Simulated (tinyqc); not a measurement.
Interstitial-substitutional diffusion of a fast metal impurity in a wafer (kick-out and dissociative mechanisms): one step, computed by the program tinyqc.

The metal moves as an interstitial A_i and dissolves on lattice sites either by kicking out a self-interstitial (A_i = A_s + I) or by filling a vacancy (A_i + V = A_s). With A_i at its solubility, local equilibrium and c = C_s/C_s*, self-interstitials and vacancies obey C_I/C_I* = 1/c and C_V/C_V* = c.

Question. Diffusivity against concentration. In defect-free silicon dc/dt = d/dx [(D_K/c^2 + D_F) dc/dx], c = 1 at both faces. D_K = D_I C_I*/C_s* and D_F = D_V C_V*/C_s*. The two terms are equal at c* = sqrt(D_K/D_F). Take c = 1, 0.5, 0.2, 0.1, 0.03 and 0.01.

Inputs (values chosen for the exercise, loosely like those of gold in silicon): temperature T = 1150 C.

D_K = 9.120858e-09 cm^2/s

D_F = 1.944842e-09 cm^2/s

Give: c*; Effective diffusivity (cm^2/s).

Answer.

c* = 2.166

Effective diffusivity (cm^2/s):
```
c,kick-out term,total
1.00,9.121e-09,1.107e-08
0.50,3.648e-08,3.843e-08
0.20,2.280e-07,2.300e-07
0.10,9.121e-07,9.140e-07
0.03,1.013e-05,1.014e-05
0.01,9.121e-05,9.121e-05
```
